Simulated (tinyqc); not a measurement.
X-ray reflectivity of a thin film on silicon: critical angles, Parratt recursion, fringes and roughness. Changing the film density rho. Computed by tinyqc, a small Python program. Command: `OMP_NUM_THREADS=1 python tinyqc.py 3120477 3120478 out.jsonl xrr sweep`. One thread of a shared host (Intel(R) Xeon(R) Processor @ 2.30GHz), about 0.01 s of CPU time with the checks.

n = 1 - delta + i beta; the classical electron radius is r_e = 2.8179403e-6 nm. Layer 0 is vacuum, 1 the film, 2 the substrate.

Inputs (values chosen for the exercise, modelled on copper on silicon, copper K-alpha radiation):
```
quantity                                        value     unit
wavelength lambda                             0.15406       nm
effective electrons per unit mass, film         0.457    mol/g
beta/delta, film                                0.023        -
film thickness d                                 30.5       nm
roughness of the surface sigma_1                 0.88       nm
roughness of the interface sigma_2               0.75       nm
substrate density                                2.33   g/cm^3
effective electrons per unit mass, substrate    0.507    mol/g
beta/delta, substrate                           0.023        -
grazing angle theta                             0.719  degrees
```

Constants: N_A = 6.02214076e+23 1/mol.

Method:
- delta = r_e lambda^2 rho_e/(2 pi), rho_e = density x electrons per mass x N_A; critical angle sqrt(2 delta), q_c = 4 sqrt(pi r_e rho_e).
- k_j = (2 pi/lambda) sqrt(sin^2 theta - 2 delta_j + 2 i beta_j); r_ij = (k_i - k_j)/(k_i + k_j) x exp(-2 k_i k_j sigma^2) (Nevot-Croce); r = (r_01 + r_12 p)/(1 + r_01 r_12 p), p = exp(2 i k_1 d); R = |r|^2.
- Far above the critical angle the period is d theta = lambda/(2 d), or 2 pi/d in q; the envelope runs between (|r_01| - |r_12 p|)^2 and (|r_01| + |r_12 p|)^2; contrast = 2 a b/(a^2 + b^2) with a = |r_01|, b = |r_12 p|; roughness factors on the amplitudes are about exp(-q^2 sigma^2/2).

One run for each value:
```
film density rho (g/cm^3)  critical angle of the film (degrees)  contrast  reflectivity R
4.54                                                     0.2955    0.7762        0.002204
5.38                                                     0.3217    0.8569        0.003581
6.22                                                     0.3459    0.8994        0.004582
7.06                                                     0.3685    0.9235        0.004557
7.90                                                     0.3898    0.9378        0.003254
8.75                                                     0.4102    0.9465        0.001291
9.59                                                     0.4295    0.9516        0.000514
10.40                                                    0.4473    0.9541        0.003220
```

Describe and explain the trends.

Over the rows, critical angle of the film (degrees) rises from 0.296 to 0.447 (exponent d ln y / d ln x about 0.50 throughout); contrast rises from 0.776 to 0.954 (exponent d ln y / d ln x 0.58 between the first rows and 0.033 between the last); reflectivity R lies between 5.14e-4 and 0.00458 without a single trend. The exponent of critical angle of the film stays at 0.50: delta is proportional to the density.

Extremes, crossings and ranges named in words are read from the listed rows.
